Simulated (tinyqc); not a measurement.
p-n diode, drift-diffusion by the Gummel loop with Scharfetter-Gummel fluxes: one step of the calculation.

Abrupt junction at x = 0, p side from -Lp, n side to Ln, ohmic contacts. psi is counted from the intrinsic level; n = ni exp((psi - phin)/Vt), p = ni exp((phip - psi)/Vt). Contacts: p side psi = V - Vt ln(Na/ni), p = Na, n = ni^2/Na; n side psi = Vt ln(Nd/ni), n = Nd, p = ni^2/Nd. Constant mobilities, D = mu Vt, Boltzmann statistics, SRH recombination through a mid-gap level, U = (n p - ni^2)/(tp (n + ni) + tn (p + ni)). Current is positive from the p contact to the n contact.

Task. Hole continuity. With psi and the new n held, F_i = (mup Vt/h_i) [p_(i+1) B(-d_i) - p_i B(d_i)], d_i = (psi_(i+1) - psi_i)/Vt, B(d) = d/(exp(d) - 1); solve F_i - F_(i-1) = w_i [(n_i p_i - ni^2)/den_i - G] for the new p, with den = tp (n + ni) + tn (p + ni) taken at the new n and the old p, h_i = x_(i+1) - x_i, w_i = (h_(i-1) + h_i)/2; phip = psi + Vt ln(p/ni).

Parameters, values chosen for the exercise; band and dielectric values close to those of gallium arsenide:

| symbol | value | unit | meaning |
|---|---|---|---|
| T | 350 | K | temperature |
| Na | 6.2e16 | cm^-3 | acceptor density of the p side |
| Nd | 3.8e15 | cm^-3 | donor density of the n side |
| mup | 360 | cm^2/(V s) | hole mobility |
| tn | 1e-7 | s | SRH lifetime of electrons |
| tp | 2e-7 | s | SRH lifetime of holes |
| G | 0 | cm^-3 s^-1 | uniform generation rate |

Constants: q = 1.602176634e-19 C, kB = 1.380649e-23 J/K, Vt = kB T/q. Results are converted to the units shown.

```
node  x (nm)     psi (V)  new n (cm^-3)  p after Poisson (cm^-3)
0      -5600  0.20625514     0.25427575                   6.2e16
1      -2370  0.20625508   6.7767674e10             6.2000117e16
2       -983  0.20625508   9.6972204e10             6.2000117e16
3       -388  0.20625557   1.0952961e11             6.1999115e16
4       -133  0.20640813   1.1548540e11             6.1686309e16
5      -23.5  0.21525817   1.5755770e11             4.5999571e16
6       23.5  0.30160168   2.7646020e12             2.6270112e15
7        109  0.40762922   9.2990963e13             7.8114648e13
8        265  0.50106836   2.0602040e15             3.5258849e12
9        548  0.51867413   3.6933736e15             1.9667817e12
10      1060  0.51953432   3.8002375e15             1.9114812e12
11      2000  0.51953226         3.8e15                4.1487097
```

ni = 1.2555914e8 cm^-3

Give: new p; phip after round 1.

Result.

```
node  new p (cm^-3)  phip after round 1 (V)
0          6.200e16                  0.8100
1          6.200e16                  0.8100
2          6.199e16                  0.8100
3          6.199e16                  0.8100
4          6.168e16                  0.8100
5          4.599e16                  0.8100
6          2.627e15                  0.8100
7          7.808e13                  0.8100
8          3.469e12                  0.8095
9          1.690e12                  0.8054
10         1.068e12                  0.7924
11            4.149                  0.0000
```

Computed by the program tinyqc: `OMP_NUM_THREADS=1 python tinyqc.py 2240021 2240022 out.jsonl`, one thread of a shared Intel Xeon 2.30GHz, about 0.1 s for the whole run.
